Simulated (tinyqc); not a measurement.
# p-n diode with diffusion and depletion-layer recombination, step by step

Computed by the program tinyqc: `OMP_NUM_THREADS=1 python tinyqc.py 2260044 2260045 out.jsonl`, one thread of a shared Intel Xeon 2.30GHz, about 0.01 s for the whole run. Printed values are rounded.

Abrupt junction in the depletion approximation, low injection, full ionisation, neutral widths fixed, ohmic contact on the p side. Vj is the junction voltage; where a series resistance Rs is given, V = Vj + J Rs is the terminal voltage.

Values chosen for this exercise; band and dielectric values close to those of indium phosphide:

| symbol | value | unit | meaning |
|---|---|---|---|
| T | 400 | K | temperature |
| Eg | 1.32 | eV | band gap |
| eps_r | 12.4 |  | relative permittivity |
| Nc | 8.7e17 | cm^-3 | conduction-band density of states at T |
| Nv | 1.68e19 | cm^-3 | valence-band density of states at T |
| Na | 5.7e17 | cm^-3 | acceptor density |
| Nd | 7.4e16 | cm^-3 | donor density |
| mun | 1400 | cm^2/(V s) | electron mobility in the p side |
| mup | 130 | cm^2/(V s) | hole mobility in the n side |
| tn | 1e-7 | s | electron lifetime |
| tp | 2e-9 | s | hole lifetime |
| wp | 0.5 | um | neutral width of the p side |
| wn | 1.6 | um | neutral width of the n side |
| Sp | 1e7 | cm/s | recombination velocity at the n contact |
| Rs | 0.038 | ohm cm^2 | series resistance |
| Et | 0 | eV | trap level above the intrinsic level |
| Vj | 0.5 | V | junction voltage at which recombination is evaluated |
| V | 0.73 | V | terminal voltage |

Constants: q = 1.602176634e-19 C, kB = 1.380649e-23 J/K, Vt = kB T/q, eps0 = 8.8541878128e-14 F/cm where lengths are in cm. Results are converted to the units shown.

## Diffusion lengths and saturation currents

ni = sqrt(Nc Nv) exp(-Eg/(2 Vt)), Eg in volts; D = mu Vt; Ln = sqrt(Dn tn), Lp = sqrt(Dp tp); J0n = q ni^2 Dn coth(wp/Ln)/(Ln Na); J0p = (q ni^2 Dp/(Lp Nd)) (s + tanh(wn/Lp))/(1 + s tanh(wn/Lp)), s = Sp Lp/Dp.

ni = 1.84833e10 cm^-3
Ln = 21.9675 um
Lp = 0.946680 um
J0n = 9.26962e-11 A/cm^2
J0p = 3.74551e-11 A/cm^2

wp/Ln = 0.023 and wn/Lp = 1.7; electrons carry 71.2 % of the diffusion current.

## Recombination in the depleted layer

ni = sqrt(Nc Nv) exp(-Eg/(2 Vt)), Eg in volts. Vbi = Vt ln(Na Nd/ni^2), W = sqrt(2 eps0 eps_r (Vbi - Vj)(1/Na + 1/Nd)/q), xp = W Nd/(Na + Nd), xn = W Na/(Na + Nd); u(x) = q Na (x + xp)^2/(2 eps0 eps_r) for x < 0 and Vbi - Vj - q Nd (xn - x)^2/(2 eps0 eps_r) for x > 0; p = Na exp(-u/Vt), n = Nd exp((u - Vbi + Vj)/Vt); U = ni^2 (exp(Vj/Vt) - 1)/(tp (n + ni exp(Et/Vt)) + tn (p + ni exp(-Et/Vt))); J_scr = q times the integral of U from -xp to xn. Trapezoid rule on 16 equal steps.

W = 113.757 nm

```
point	x (nm)	u (V)	n (cm^-3)	p (cm^-3)	U (cm^-3 s^-1)
0	-13.071	0.000000	1.19511e9	5.7e17	1.19511e16
1	-5.962	0.021023	2.19933e9	3.09736e17	2.19933e16
2	1.148	0.083474	1.34627e10	5.05999e16	1.34627e17
3	8.258	0.157166	1.14187e11	5.96577e15	1.14187e18
4	15.368	0.225400	8.26652e11	8.24063e14	8.26617e18
5	22.478	0.288175	5.10802e12	1.33361e14	5.10339e19
6	29.587	0.345491	2.69405e13	2.52858e13	2.63592e20
7	36.697	0.397349	1.21278e14	5.61695e12	8.45035e20
8	43.807	0.443748	4.65997e14	1.46184e12	6.30716e20
9	50.917	0.484688	1.52830e15	4.45734e11	2.19530e20
10	58.027	0.520169	4.27814e15	1.59231e11	7.94503e19
11	65.137	0.550192	1.02218e16	6.66435e10	3.33078e19
12	72.246	0.574756	2.08459e16	3.26786e10	1.63373e19
13	79.356	0.593862	3.62859e16	1.87735e10	9.38627e18
14	86.466	0.607509	5.39112e16	1.26359e10	6.31774e18
15	93.576	0.615697	6.83665e16	9.96414e9	4.98196e18
16	100.686	0.618426	7.4e16	9.20559e9	4.60270e18
```

J_scr = 2.47366e-4 A/cm^2

With 2000 steps J_scr = 2.474e-4 A/cm^2; the coarse value is within 0.01 % of it. U is largest at x = 36.7 nm among these points; the peak lies where tp n = tn p. On the fine grid U peaks at 9.204e20 cm^-3 s^-1, and J_scr/(q U_max) is 14.7 % of W, the effective width of the recombining zone.

## Starting value

Vj = V/2.

Vj at the start = 0.365 V

## Iteration 1: new Vj

J0 = J0n + J0p = 1.30151e-10 A/cm^2

Diffusion current alone: J = J0 (exp(Vj/Vt) - 1), g = Vj + J Rs - V, g' = 1 + Rs J0 exp(Vj/Vt)/Vt, Vj(new) = Vj - g/g'.

J = 5.16696e-6 A/cm^2
g = -0.365000 V
g' = 1.00001
Vj after iteration 1 = 0.729998 V

## Iteration 2: new Vj

As before.

J = 0.205123 A/cm^2
g = 0.00779241 V
g' = 1.22613
Vj after iteration 2 = 0.723642 V

## Course of the iteration

Stop when the step is below 1e-10 V, or after 80 iterations.

Course of the iteration:
```
iteration	Vj before the step (V)	step (V)
1	0.365	0.365
2	0.729998	-6.36e-3
3	0.723642	-1.05e-4
4	0.723537	-2.53e-8
5	0.723537	< 1e-13
```

Converged in 5 iterations.
